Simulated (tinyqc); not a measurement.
Berg model of reactive sputtering of a nitride or oxide: poisoning, hysteresis and pumping speed. Inputs raised by 2 %, one at a time. Computed by tinyqc, a small Python program. Command: `OMP_NUM_THREADS=1 python tinyqc.py 3030725 3030726 out.jsonl berg sens`. One thread of a shared host (Intel(R) Xeon(R) Processor @ 2.30GHz), about 0.02 s of CPU time with the checks.

A diatomic gas reacts with bare metal on the target and on the collecting surfaces; ions remove metal and compound from the target. theta_t and theta_c are the compound fractions.

Inputs (values chosen for the exercise, close to those used for aluminium nitride):
```
quantity                          value     unit
ion current density J                17  mA/cm^2
target area A_t                     210     cm^2
collecting area A_c                4300     cm^2
metal yield Y_m                    0.99        -
compound yield Y_c                 0.15        -
sticking coefficient alpha         0.46        -
reactive atoms per metal atom z       1        -
gas mass M                           28        u
pumping speed S                     870      l/s
gas temperature T                   300        K
reactive partial pressure P      0.0094       Pa
```

Constants: e = 1.602176634e-19 C; u = 1.6605390666e-27 kg; k_B = 1.380649e-23 J/K.

Method. Ion flux j = J/e; gas flux F = P/sqrt(2 pi M k_B T). Target: (2/z) alpha F (1 - theta_t) = j Y_c theta_t. Sputtered flows F_c = j Y_c theta_t A_t, F_m = j Y_m (1 - theta_t) A_t. Collector: (2/z) alpha F (1 - theta_c) A_c + F_c (1 - theta_c) = F_m theta_c. Gas use Q = alpha F [(1 - theta_t) A_t + (1 - theta_c) A_c] + P S/(k_B T); 1 sccm = 4.4780e17 molecules/s. Rate R = F_m + F_c, given relative to j Y_m A_t. P is a single-valued function of the flow Q only if dQ/dP > 0 everywhere: S must exceed k_B T times the steepest fall of the surface terms with P.

Runs:
```
input moved                         from        to  total flow Q (sccm)  rate relative to clean metal  theta_c  pressure of the steepest fall (Pa)
base run                               -         -               15.427                       0.48269  0.92675                           0.0075804
ion current density J (mA/cm^2)       17     17.34               15.715                       0.48670  0.92458                           0.0077320
target area A_t (cm^2)               210     214.2               15.632                       0.48269  0.92542                           0.0076515
collecting area A_c (cm^2)          4300      4386               15.443                       0.48269  0.92806                           0.0075100
metal yield Y_m                     0.99    1.0098               15.589                       0.48088  0.92540                           0.0076317
compound yield Y_c                  0.15     0.153               15.551                       0.48853  0.92595                           0.0076804
pumping speed S (l/s)                870     887.4               15.516                       0.48269  0.92675                           0.0075804
reactive partial pressure P (Pa)  0.0094  0.009588               15.450                       0.47870  0.92888                           0.0075804
```

Exponents ln(y'/y) / ln(x'/x):
```
input                        total flow Q  rate relative to clean metal  theta_c  pressure of the steepest fall
ion current density J               0.931                         0.417   -0.119                          1.000
target area A_t                     0.664                         0.000   -0.073                          0.471
collecting area A_c                 0.051                         0.000    0.071                         -0.471
metal yield Y_m                     0.527                        -0.190   -0.074                          0.341
compound yield Y_c                  0.403                         0.607   -0.044                          0.662
pumping speed S                     0.288                         0.000    0.000                          0.000
reactive partial pressure P         0.072                        -0.419    0.116                          0.000
```

Among the inputs moved here: total flow Q answers most in size to ion current density J (exponent +0.931), next to target area A_t (+0.664). Rate relative to clean metal answers most in size to compound yield Y_c (exponent +0.607), next to reactive partial pressure P (-0.419); its exponent is below 0.0005 for target area A_t, collecting area A_c, pumping speed S. Its exponent 0.000 in pumping speed S: at fixed P the pump plays no part. theta_c answers most in size to ion current density J (exponent -0.119), next to reactive partial pressure P (+0.116); its exponent is below 0.0005 for pumping speed S. pressure of the steepest fall answers most in size to ion current density J (exponent +1.000), next to compound yield Y_c (+0.662); its exponent is below 0.0005 for pumping speed S, reactive partial pressure P. Its exponent +1.000 in ion current density J: only the ratio of gas flux to ion flux matters.
